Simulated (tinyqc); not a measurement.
Changing the valley separation dE: two-valley model of the transferred-electron effect. Computed by tinyqc, a small Python program. Command: `OMP_NUM_THREADS=1 python tinyqc.py 3031045 3031046 out.jsonl gunn sweep`. One thread of a shared host (Intel(R) Xeon(R) Processor @ 2.30GHz), about 0.03 s of CPU time with the checks.

Both kinds of valley share one electron temperature T_e, and each has a constant mobility.

Inputs (values chosen for the exercise, modelled on In0.53Ga0.47As):
```
quantity                       value        unit
central-valley mass m1         0.043         m_0
satellite-valley mass m2        0.27         m_0
satellite valleys Z                4           -
central-valley mobility mu1    10000  cm^2/(V s)
satellite-valley mobility mu2    220  cm^2/(V s)
energy relaxation time tau_E     1.2          ps
lattice temperature T            500           K
```

Solver: damped fixed point.

Constants: k_B = 8.617333262e-05 eV/K.

Method. Density-of-states ratio R = Z (m2/m1)^(3/2); n2/n1 = R exp(-dE/(k_B T_e)); mean mobility mu = (mu1 + mu2 n2/n1)/(1 + n2/n1); energy balance e mu F^2 = (3/2) k_B (T_e - T)/tau_E; v = mu F. Using T_e as the parameter, F(T_e) = sqrt(3 k_B (T_e - T)/(2 e mu tau_E)) and v = mu F; find the first maximum and the next minimum of v, and the most negative dv/dF between them.

One run for each value; columns: (1) valley separation dE (eV); (2) threshold field (kV/cm); (3) peak velocity (1e7 cm/s); (4) peak-to-valley ratio; (5) T_e at the threshold (K):
```
(1)      (2)     (3)     (4)     (5)
0.25  4.3389  1.1406  1.0101   959.5
0.33  3.3072  1.5321  1.1147   970.4
0.59  3.8075  2.5788  1.3229  1411.6
0.79  4.3994  3.1916  1.3922  1803.5
1.00  4.9748  3.7352  1.4344  2225.0
1.40  5.9399  4.6017  1.4788  3037.6
```

Give the missing row, valley separation dE (eV) = 0.44.

Computed row; columns: (1) valley separation dE (eV); (2) threshold field (kV/cm); (3) peak velocity (1e7 cm/s); (4) peak-to-valley ratio; (5) T_e at the threshold (K):
```
(1)      (2)     (3)     (4)     (5)
0.44  3.3886  2.0212  1.2294  1135.8
```

Interpolating between the two neighbouring rows (the first column on a logarithmic scale, the others too where they are positive) misses most in threshold field (kV/cm), by 4.7 %. Over the rows, threshold field (kV/cm) goes from 4.34 through a minimum among these rows, 3.31 at 0.330, to 5.94; peak velocity (1e7 cm/s) rises from 1.14 to 4.60 (exponent d ln y / d ln x 1.1 between the first rows and 0.62 between the last); peak-to-valley ratio rises from 1.01 to 1.48 (exponent d ln y / d ln x 0.36 between the first rows and 0.091 between the last).  Left out: 0.140, 0.190 (no negative differential mobility).

Caution (rows 1.40): T_e at the threshold exceeds 3000 K, outside the range of a Maxwellian in parabolic valleys.

Extremes, crossings and ranges named in words are read from the listed rows.
